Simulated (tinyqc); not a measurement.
Inside a calculation. Method: empirical pseudopotential in a few plane waves. One step of it, computed by the program tinyqc.

Question. Bloch Hamiltonian at G. Basis: the 15 shortest G (labels in 2 pi/a), the same at every k. H(G,G') = c |k + G|^2 delta + VS(|G-G'|^2) cos((G-G').tau) + i VA sin((G-G').tau), tau = a/8 (1,1,1); 1 Ry = 13.605693 eV.

Parameters chosen for this model: fcc lattice, atoms at +/- a/8 (1,1,1); form factors in rydberg at |G|^2 in units of (2 pi/a)^2:
```
parameter                 value      unit
a                      5.580000  angstrom
VS(3)                 -0.194000        Ry
VS(8)                  0.058000        Ry
VS(11)                 0.071000        Ry
VA(3)                         0        Ry
VA(4)                         0        Ry
VA(11)                        0        Ry
hbar^2/2m (2 pi/a)^2   4.830747        eV
```

k point G (2 pi / a): 0  0  0

Give: H(k) at G.

Answer.

H(k) at G (eV):
```
         +0+0+0   -1-1-1   -1-1+1   -1+1-1   -1+1+1   +1-1-1   +1-1+1   +1+1-1
+0+0+0   0.0000   1.8664  -1.8664  -1.8664  -1.8664  -1.8664  -1.8664  -1.8664
-1-1-1   1.8664  14.4922   0.0000   0.0000  -0.7891   0.0000  -0.7891  -0.7891
-1-1+1  -1.8664   0.0000  14.4922   0.7891   0.0000   0.7891   0.0000   0.0000
-1+1-1  -1.8664   0.0000   0.7891  14.4922   0.0000   0.7891   0.0000   0.0000
-1+1+1  -1.8664  -0.7891   0.0000   0.0000  14.4922   0.0000   0.7891   0.7891
+1-1-1  -1.8664   0.0000   0.7891   0.7891   0.0000  14.4922   0.0000   0.0000
+1-1+1  -1.8664  -0.7891   0.0000   0.0000   0.7891   0.0000  14.4922   0.7891
+1+1-1  -1.8664  -0.7891   0.0000   0.0000   0.7891   0.0000   0.7891  14.4922
+1+1+1   1.8664   0.0000  -0.7891  -0.7891   0.0000  -0.7891   0.0000   0.0000
-2+0+0   0.0000  -1.8664  -1.8664  -1.8664   1.8664   0.6831  -0.6831  -0.6831
+0-2+0   0.0000  -1.8664  -1.8664   0.6831  -0.6831  -1.8664   1.8664  -0.6831
+0+0-2   0.0000  -1.8664   0.6831  -1.8664  -0.6831  -1.8664  -0.6831   1.8664
+0+0+2   0.0000  -0.6831   1.8664  -0.6831  -1.8664  -0.6831  -1.8664   0.6831
+0+2+0   0.0000  -0.6831  -0.6831   1.8664  -1.8664  -0.6831   0.6831  -1.8664
+2+0+0   0.0000  -0.6831  -0.6831  -0.6831   0.6831   1.8664  -1.8664  -1.8664

         +1+1+1   -2+0+0   +0-2+0   +0+0-2   +0+0+2   +0+2+0   +2+0+0
+0+0+0   1.8664   0.0000   0.0000   0.0000   0.0000   0.0000   0.0000
-1-1-1   0.0000  -1.8664  -1.8664  -1.8664  -0.6831  -0.6831  -0.6831
-1-1+1  -0.7891  -1.8664  -1.8664   0.6831   1.8664  -0.6831  -0.6831
-1+1-1  -0.7891  -1.8664   0.6831  -1.8664  -0.6831   1.8664  -0.6831
-1+1+1   0.0000   1.8664  -0.6831  -0.6831  -1.8664  -1.8664   0.6831
+1-1-1  -0.7891   0.6831  -1.8664  -1.8664  -0.6831  -0.6831   1.8664
+1-1+1   0.0000  -0.6831   1.8664  -0.6831  -1.8664   0.6831  -1.8664
+1+1-1   0.0000  -0.6831  -0.6831   1.8664   0.6831  -1.8664  -1.8664
+1+1+1  14.4922  -0.6831  -0.6831  -0.6831  -1.8664  -1.8664  -1.8664
-2+0+0  -0.6831  19.3230   0.7891   0.7891  -0.7891  -0.7891   0.0000
+0-2+0  -0.6831   0.7891  19.3230   0.7891  -0.7891   0.0000  -0.7891
+0+0-2  -0.6831   0.7891   0.7891  19.3230   0.0000  -0.7891  -0.7891
+0+0+2  -1.8664  -0.7891  -0.7891   0.0000  19.3230   0.7891   0.7891
+0+2+0  -1.8664  -0.7891   0.0000  -0.7891   0.7891  19.3230   0.7891
+2+0+0  -1.8664   0.0000  -0.7891  -0.7891   0.7891   0.7891  19.3230
```
